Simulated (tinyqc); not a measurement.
A chain with two barriers and dephasing by Buettiker voltage probes: two steps of the calculation.

Sites 1 to 4 form a chain with hopping -t. Lead L joins site 1 and lead R site 4, both semi-infinite chains with hopping -t and site energy 0. Every site carries a probe with self-energy -i Gamma_p/2 that draws no net current. Linear response at zero temperature: mu_L = 1, mu_R = 0 in units of the bias.

Constants: q = 1.602176634e-19 C, h = 6.62607015e-34 J s. Results are converted to the units shown.

Problem 1. Probe potentials and effective transmission. No current into probe p: W mu = T_pL with W_pp = T_pL + T_pR + sum_q T_pq and W_pq = -T_pq. Then T_eff = T_RL + sum_p T_pR mu_p, and the resistance is (h/2q^2)/T_eff.

T_RL = 0.098471625
T_pL, probe 1 to 4: [0.05828835, 0.10172879, 0.10478705, 0.02036766]
T_pR, probe 1 to 4: [0.02036766, 0.28369656, 0.18865955, 0.15128979]

T_pq:
```
            1           2           3           4
1  0.00000000  0.02104136  0.02167393  0.00421280
2  0.02104136  0.00000000  0.30189128  0.05867918
3  0.02167393  0.30189128  0.00000000  0.03902193
4  0.00421280  0.05867918  0.03902193  0.00000000
```

Wanted: W; mu_p; T_eff; resistance.

Solution 1.

W:
```
         1        2        3        4
1   0.1256  -0.0210  -0.0217  -0.0042
2  -0.0210   0.7670  -0.3019  -0.0587
3  -0.0217  -0.3019   0.6560  -0.0390
4  -0.0042  -0.0587  -0.0390   0.2736
```

mu_p, probe 1 to 4: [0.5751, 0.2905, 0.3238, 0.1918]
T_eff = 0.2827
resistance = 45.65 kohm

Problem 2. Current at both leads. In units of (2 q^2/h) times the bias, T_RL + sum_p T_pL (1 - mu_p) leaves L and T_RL + sum_p T_pR mu_p enters R.

T_RL = 0.098471625
T_pL, probe 1 to 4: [0.05828835, 0.10172879, 0.10478705, 0.02036766]
T_pR, probe 1 to 4: [0.02036766, 0.28369656, 0.18865955, 0.15128979]
mu_p, probe 1 to 4: [0.57513979, 0.29053244, 0.32383524, 0.19181646]

Wanted: current leaving L; current entering R.

Solution 2.

current leaving L = 0.28272
current entering R = 0.28272

The two are equal: the probes conserve the current.

Numbers from tinyqc (`OMP_NUM_THREADS=1 python tinyqc.py 2700001 2700002 out.jsonl`; about 0.01 s on one thread of a shared Intel Xeon 2.30GHz).
